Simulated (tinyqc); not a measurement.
# Changing the LO phonon energy hbar omega

Model: Froehlich polaron in a polar crystal. Computed by tinyqc, a small Python program. Command: `OMP_NUM_THREADS=1 python tinyqc.py 3017760 3017761 out.jsonl frohlich sweep`. One thread of a shared host (Intel(R) Xeon(R) Processor @ 2.30GHz), about 0.08 s of CPU time with the checks.

One electron in a parabolic band of mass m*, coupled to dispersionless LO phonons in the continuum model. Energies are in units of hbar omega unless marked, wave numbers in k_0 = sqrt(2 m* omega/hbar).

Inputs (values chosen for the exercise, for a model crystal):

| quantity | value | unit |
|---|---|---|
| band mass m* | 0.293 | m_0 |
| eps_inf | 8.68 | - |
| static dielectric constant eps_s | 26.3 | - |
| temperature T | 150 | K |

Constants: hbar^2/(2 m_0) = 3.80998212 eV angstrom^2; e^2/(4 pi eps_0) = 14.39964548 eV angstrom; k_B = 8.617333262e-05 eV/K; hbar = 6.582119569e-16 eV s; e = 1.602176634e-19 C; m_0 = 9.1093837015e-31 kg.

Method:
- 1/eps* = 1/eps_inf - 1/eps_s; k_0 = sqrt(2 m* omega/hbar) = sqrt(m* hbar omega / (hbar^2/(2 m_0))) with m* in m_0; alpha = (e^2/(4 pi eps_0)) k_0/(2 eps* hbar omega); polaron length 1/k_0.
- Feynman's bound: E(v, w) = 3 (v - w)^2/(4 v) - (alpha v/sqrt(pi)) int_0^infinity e^-u D(u)^(-1/2) du, D = w^2 u + ((v^2 - w^2)/v)(1 - e^(-v u)); integrals by 80 Gauss-Legendre points in s from 0 to 1 with u = 40 s^2.
- Minimise over v > w > 0 (simplex search); mass m_p/m* = 1 + (alpha v^3/(3 sqrt(pi))) int u^2 e^-u D^(-3/2) du.
- Scattering by absorption of an LO phonon: 1/tau = 2 alpha omega n, n = 1/(exp(hbar omega/(k_B T)) - 1); mu = e tau/m*, the weak-coupling result for k_B T well below hbar omega.

One run for each value:

| LO phonon energy hbar omega (meV) | coupling constant alpha | polaron energy, Feynman (meV) | mobility (cm^2/(V s)) | polaron length 1/k_0 (angstrom) |
|---|---|---|---|---|
| 8 | 1.7230 | -14.107 | 1.2281e+02 | 40.316 |
| 12 | 1.4068 | -17.199 | 1.7909e+02 | 32.918 |
| 18 | 1.1487 | -20.988 | 2.8904e+02 | 26.878 |
| 28 | 0.9210 | -26.095 | 5.9180e+02 | 21.550 |
| 43 | 0.7432 | -32.262 | 1.6595e+03 | 17.390 |
| 65 | 0.6045 | -39.593 | 7.6289e+03 | 14.144 |
| 99 | 0.4898 | -48.790 | 8.6317e+04 | 11.461 |
| 150 | 0.3979 | -59.985 | 3.6274e+06 | 9.311 |

Describe and explain the trends.

Over the rows, coupling constant alpha falls from 1.72 to 0.398 (exponent d ln y / d ln x about -0.50 throughout); polaron energy, Feynman (meV) falls from -14.1 to -60.0 (exponent d ln y / d ln x about 0.49 throughout); mobility (cm^2/(V s)) rises from 123 to 3.63e6 (exponent d ln y / d ln x 0.93 between the first rows and 9.0 between the last). The exponent of coupling constant alpha stays at -0.50: alpha goes as omega^(-1/2). Alpha falls as omega^(-1/2), yet alpha hbar omega rises as omega^(1/2); the mobility climbs steeply because stiff phonons are exponentially rare at this T.

Caution (rows 8.00, 12.0, 18.0, 28.0, 43.0): this mobility formula holds for weak coupling and k_B T well below hbar omega, and it leaves out all other scattering. Caution (rows 99.0, 150): LO phonons are so rare at this T that impurities and acoustic phonons, left out here, limit the real mobility.
